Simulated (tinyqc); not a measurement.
Peierls distortion of a half-filled chain: one step. Energy at a trial distortion.

Atoms move by +/- u, so bonds change by -/+ 2u and hoppings are t +/- 2 al u. Bands E = -/+ sqrt((2 t cos x)^2 + D^2 sin^2 x) with D = 4 al u, x = k a in (0, pi/2); the gap is 2D. Energy per atom at zero temperature: E(u) = -mean_x sqrt(...) + 2 K u^2; exactly, the mean is (4t/pi) E(1 - z^2), z = D/2t, E the complete elliptic integral of the second kind with parameter m. Coupling lambda = 2 al^2/(pi t K).

Values chosen for the exercise:

| symbol | value | unit | meaning |
|---|---|---|---|
| t | 1.95 | eV | hopping of the even chain |
| al | 3.8 | eV/angstrom | change of hopping with bond length |
| K | 15.8 | eV/angstrom^2 | spring constant of a bond |
| u | 0.019 | angstrom | trial shift of alternate atoms |
| N | 5 |  | k points |

Task: Use the mesh x_j = (j + 1/2) pi/(2N), j = 0 .. N-1, and also the elliptic integral.

Give: D; |E| on the mesh; band energy on the mesh; elastic energy; total, exact; exact E(u) - E(0).

Result:

D = 0.2888 eV

|E| on the mesh (eV): 3.8522  3.4774  2.7653  1.7892  0.6735

band energy on the mesh = -2.5115 eV
elastic energy = 0.0114 eV
total, exact = -2.4952 eV
exact E(u) - E(0) = -0.0124 eV

This distortion lowers the energy; the mesh errs by -4.90 meV.

Computed by tinyqc, a small Python program: `OMP_NUM_THREADS=1 python tinyqc.py 1651374 1651375 out.jsonl` (the numbers bound the seed that draws the inputs); one thread of a shared host (Intel(R) Xeon(R) Processor @ 2.30GHz), about 0.07 s for the whole set of steps.
